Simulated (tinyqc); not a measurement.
What each parameter does: round or elliptic silicon nanowire with anisotropic valleys (Ritz method).

Wire along x = [100] on a (001) wafer, y = [010], z = [001]. Valley groups, two valleys each (w = inverse masses): A, axis along z: w_y = 1/mt, w_z = 1/ml, m_x = mt; B, axis along y: w_y = 1/ml, w_z = 1/mt, m_x = mt; C, axis along x: w_y = w_z = 1/mt, m_x = ml.

Hard wall on the ellipse (y/a)^2 + (z/b)^2 = 1, c = hbar^2/2m0. With u = y/a, v = z/b the operator is -c [(w_y/a^2) d2/du2 + (w_z/b^2) d2/dv2] on the unit disc. Basis (1 - u^2 - v^2) u^i v^j; S, X and Y are the disc integrals of f f', (df/du)(df'/du) and (df/dv)(df'/dv), from the integral of u^p v^q = 2 Gamma((p+1)/2) Gamma((q+1)/2)/((p + q + 2) Gamma((p+q+2)/2)) for even p, q; H = c (w_y X/a^2 + w_z Y/b^2).

Converged values use 21 functions of each parity class (e or o in u, then in v).

Constants: hbar^2/2m0 = 3.80998211 eV angstrom^2.

Parameters, chosen for this exercise (near those of a Si nanowire; not measured data):

| symbol | value | unit | meaning |
|---|---|---|---|
| ml | 0.918 | m0 | longitudinal mass |
| mt | 0.188 | m0 | transverse mass |
| a | 38 | angstrom | semi-axis along y |
| b | 38 | angstrom | semi-axis along z |

Lowest level of groups A and B.

One parameter was then changed.

Results before and after:

| case | A (eV) | B (eV) | B - A (meV) |
|---|---|---|---|
| base | 0.0480 | 0.0480 | 0.0 |
| changed | 0.0445 | 0.0445 | 0.0 |

Which of these changes was made? (a) b = 36 angstrom; (b) a = 36 angstrom; (c) ml = 1.028 m0; (d) mt = 0.207 m0.

Answer: (d) mt = 0.207 m0. Of the candidates, run in turn, only this one gives the changed row.

All candidates:

| case | A (eV) | B (eV) | B - A (meV) |
|---|---|---|---|
| base | 0.0480 | 0.0480 | 0.0 |
| a = 36 angstrom | 0.0525 | 0.0491 | -3.4 |
| b = 36 angstrom | 0.0491 | 0.0525 | 3.4 |
| ml = 1.028 m0 | 0.0471 | 0.0471 | 0.0 |
| mt = 0.207 m0 | 0.0445 | 0.0445 | 0.0 |

(tinyqc, `OMP_NUM_THREADS=1 python tinyqc.py 1280217 1280218 out.jsonl`, Intel(R) Xeon(R) Processor @ 2.30GHz, 1 thread, shared host, about 0.07 s.)
